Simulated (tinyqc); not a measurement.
From results back to parameters: coherent potential approximation for a binary alloy with a semi-elliptic band. Two cases, with inputs chosen for the exercise.

Problem. With levels eA = -x d and eB = (1 - x) d on a semi-elliptic band of half width W, the alloy density has second moment W^2/4 + x (1 - x) d^2 and third moment x (1 - x)(1 - 2x) d^3 about its centre (exact, and kept by the CPA). The moments below come from hidden x and d > 0.

Find: d; x.

Method. v = m2 - W^2/4 = x (1 - x) d^2 and u = m3/v = (1 - 2x) d; then d^2 = u^2 + 4v and x = (1 - u/d)/2.

Case 1.

Values chosen: W = 3.4 eV (half width of the pure band).
second moment = 2.926421 eV^2
third moment = 0.014423 eV^3

Solution.

d = 0.55 eV
x = 0.14

Case 2.

Values chosen: W = 1.8 eV (half width of the pure band).
second moment = 2.269957 eV^2
third moment = 2.787934 eV^3

Solution.

d = 3.08 eV
x = 0.19

Computed by tinyqc, one run a case: `OMP_NUM_THREADS=1 python tinyqc.py N N+1 out.jsonl` with N = 1452856, 1452866; one thread of a shared Intel(R) Xeon(R) Processor @ 2.30GHz, about 0.01 s a run at most.
